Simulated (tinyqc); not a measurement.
Worked calculation: tight-binding t2g bands of a cubic perovskite. Values are carried at full precision from step to step, so a last printed digit may differ when a step is redone from the rounded ones.

Orbitals yz, zx, xy (X, Y, Z below) times spin. E_xy = Dt + 2t (2 - cos x - cos y) + 2 td (1 - cos z) + 4 t2 (1 - cos x cos y) with x = kx a and so on; yz and zx follow by cyclic change, without Dt. Spin-orbit term -(Dso/3) L.sigma + Dso/3 with (L_k)_ij = -i epsilon_kij in X, Y, Z: for Dt = 0 the quartet lies at 0 and the doublet at Dso.

Constants: hbar^2/2m0 = 3.80998211 eV angstrom^2.

Values chosen for the exercise (of the size met in SrTiO3 and KTaO3; the results hold for these values, not for the real material):
- t = 0.303 eV (strong hopping)
- td = 0.041 eV (weak hopping)
- t2 = 0 eV (diagonal hopping in the plane of the orbital)
- Dt = -0.283 eV (shift of xy (tetragonal field or confinement))
- k = (0.2, 0.03, 0) 2 pi/a (wave vector)
- Dso = 0.125 eV (spin-orbit splitting at Gamma)
- a = 3.965 angstrom (lattice constant)

## Orbital energies

Evaluate the three bands without spin-orbit coupling.

energies (eV): yz 0.0674, zx 0.4202, xy 0.1465

## The Hamiltonian

Add the spin-orbit term; + and - are the spin along z.

H(k) (eV), lower triangle (Hermitian):
```
          yz+       zx+      xy+      yz-     zx-     xy-
yz+    0.1091
zx+  -0.0417i    0.4619
xy+         0         0   0.1881
yz-         0         0   0.0417   0.1091
zx-         0         0  0.0417i  0.0417i  0.4619
xy-   -0.0417  -0.0417i        0        0       0  0.1881
```

## Levels and orbital weights

Diagonalise; the levels are twofold; weights summed over spin and averaged over the pair.

levels (eV): 0.0898  0.1950  0.4743

weights:
```
    pair 1  pair 2  pair 3
yz   0.862   0.121   0.017
zx   0.004   0.039   0.957
xy   0.134   0.840   0.026
```

The lowest pair is 86 % yz.

## Light and heavy masses without spin-orbit coupling

Along an axis in the plane of the orbital m/m0 = c/((t + 2 t2) a^2), and normal to it c/(td a^2); c = hbar^2/2m0.

masses (m0): light 0.800, heavy 5.911

ratio heavy/light = 7.39

## Levels at Gamma

At k = 0 the j_z = 3/2 pair stays at 0, and the other two pairs are E = (Dso + Dt)/2 -/+ sqrt((Dso + Dt)^2/4 - 2 Dso Dt/3).

levels at Gamma (eV): -0.2517  0.0000  0.0937

## Checks

- Levels at Gamma from the formula against the matrix: they agree to 1e-10 or better.

Computed by tinyqc, a small Python program: `OMP_NUM_THREADS=1 python tinyqc.py 1482190 1482191 out.jsonl` (the numbers bound the seed that draws the inputs); one thread of a shared host (Intel(R) Xeon(R) Processor @ 2.30GHz), about 0.01 s for the whole set of steps.
